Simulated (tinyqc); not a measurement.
Against the doping: grain-boundary trapping model (Seto) of a polycrystalline semiconductor film. Computed by tinyqc, a small Python program. Command: `OMP_NUM_THREADS=1 python tinyqc.py 3018490 3018491 out.jsonl poly walk`. One thread of a shared host (Intel(R) Xeon(R) Processor @ 2.30GHz), about 0.01 s of CPU time with the checks.

Grains of equal size L are joined by thin boundaries with one trap level. Trapped carriers deplete a width W on each side and raise a barrier, crossed by thermionic emission. Dopants are fully ionised, statistics are non-degenerate and mu_g does not depend on T.

Inputs (values chosen for the exercise, modelled on polycrystalline silicon):
```
quantity                                     value    unit
permittivity eps                              11.7       -
effective mass m                              0.42     m_0
effective density of states at 300 K, N_c  1.9e+19  1/cm^3
grain size L                                   150      nm
trap density Q_t                           1.1e+12  1/cm^2
trap level E_t below the band edge            0.54      eV
temperature T                                  350       K
```

Grain interior: neglected.

Constants: e = 1.602176634e-19 C; eps_0 = 8.8541878128e-12 F/m; k_B = 8.617333262e-05 eV/K; m_0 = 9.1093837015e-31 kg; k_B = 1.380649e-23 J/K.

Method:
- If all traps fill, the grain is just depleted at N* = Q_t/L, with the barrier e Q_t L/(8 eps eps_0).
- N_c(T) = N_c (T/300 K)^(3/2). Filled traps Q = Q_t/(1 + (1/2) exp((E_t* - E_F)/k_B T)), where E_t* = e V_B - E_t and E_F are counted from the band edge at the grain centre. Partial depletion: Q = 2 N W, V_B = e N W^2/(2 eps eps_0), E_F = k_B T ln(N/N_c); solve for W. If that W would exceed L/2 the grain is fully depleted: W = L/2, Q = N L, and E_F follows from the trap equation. Centre density n_0 = N_c exp(E_F/k_B T).
- Boundary: sigma_b = L e^2 n_0 exp(-e V_B/k_B T)/sqrt(2 pi m k_B T); rho = 1/sigma_b. Mean carrier density n_av = n_0 [(1 - 2W/L) + (2W/L) (sqrt(pi)/2) erf(y)/y], y = sqrt(e V_B/k_B T); effective mobility 1/(e n_av rho).

N* = 7.33333e+16 1/cm^3

The same film:
```
N (1/cm^3)  W (nm)  V_B (V)  mean density (1/cm^3)  mobility (cm^2/(V s))  rho (ohm cm)
2.20e+15    75.000  0.00957             7.7020e+09             1.7968e+03    4.5101e+05
7.30e+15    75.000  0.03175             4.6851e+10             1.0558e+03    1.2618e+05
1.80e+16    75.000  0.07830             4.7056e+11             3.0933e+02    4.2880e+04
3.70e+16    75.000  0.16094             1.6267e+13             2.8012e+01    1.3697e+04
5.90e+16    75.000  0.25664             1.2445e+15             1.4800e+00    3.3887e+03
8.80e+16    61.736  0.25936             3.7454e+16             9.6522e-01    1.7265e+02
1.50e+17    36.658  0.15587             1.0523e+17             1.8102e+01    3.2766e+00
2.90e+17    18.965  0.08066             2.5558e+17             1.7445e+02    1.3999e-01
7.30e+17     7.534  0.03204             7.1058e+17             7.9170e+02    1.1095e-02
2.90e+18     1.897  0.00807             2.8940e+18             1.7101e+03    1.2612e-03
```

The barrier peaks among these rows at N = 8.8e16 (0.259 V) and the mobility has its minimum at 8.8e16; N* is 7.3e16. While the grain is fully depleted (W = L/2) V_B grows as N; once all traps are filled it falls as 1/N (last exponent -1.00). Partly depleted rows (W < L/2) with e V_B below 2 k_B T stretch the depletion approximation. Where the barrier is low the mobility is too high, because scattering inside the grains is left out. Where N approaches N_c the non-degenerate statistics fail. rho drops most steeply, as N^-7.4, between 5.9e16 and 8.8e16.

Extremes, crossings and ranges named in words are read from the listed rows.
